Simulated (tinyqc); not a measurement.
Gated two-dimensional channel with two bands, quantum capacitance: one step of the calculation.

phi is the Fermi level above the lowest band edge, in volts; Vg is counted from the gate voltage at which an empty channel would have phi = 0. The channel has no thickness; trap charge is -q Dit phi.

Question. Charge and capacitances at the solution. D1 = gv md m0 q/(pi hbar^2), D2 = g2 m2 m0 q/(pi hbar^2) per eV; n1 = D1 Vt ln(1 + exp(phi/Vt)), n2 = D2 Vt ln(1 + exp((phi - E2)/Vt)), n = n1 + n2; Cq = q dn/dphi = q [D1/(1 + exp(-phi/Vt)) + D2/(1 + exp((E2 - phi)/Vt))]. 1/C_G = 1/Cox + 1/(Cq + q Dit); dphi/dVg = Cox/(Cox + Cq + q Dit).

Parameters, values chosen for the exercise; lowest band close to that of a thin InAs body:
```
symbol,value,unit,meaning
T,300,K,temperature
md,0.0366,m0,in-plane mass
gv,1,,valley degeneracy
m2,0.055,m0,"in-plane mass of a second band, chosen freely"
g2,1,,"valley degeneracy of that band, chosen freely"
E2,0.36,eV,second band edge above the first
Dit,0,cm^-2 eV^-1,density of traps
```

Constants: q = 1.602176634e-19 C, kB = 1.380649e-23 J/K, hbar = 1.054571817e-34 J s, m0 = 9.1093837015e-31 kg, Vt = kB T/q. Results are converted to the units shown.

converged phi = 0.29455830 V
Cox = 1.5013623 uF/cm^2

Find: n; Cq; C_G; dphi/dVg.

Answer.

n = 4.549e12 cm^-2
Cq = 2.721 uF/cm^2
C_G = 0.9675 uF/cm^2
dphi/dVg = 0.3556

Cq is 1.81 times Cox, so C_G is 64.4 % of Cox; 37.8 % of the gate voltage has gone into phi.

Numbers from tinyqc (`OMP_NUM_THREADS=1 python tinyqc.py 2200037 2200038 out.jsonl`; about 0.01 s on one thread of a shared Intel Xeon 2.30GHz).
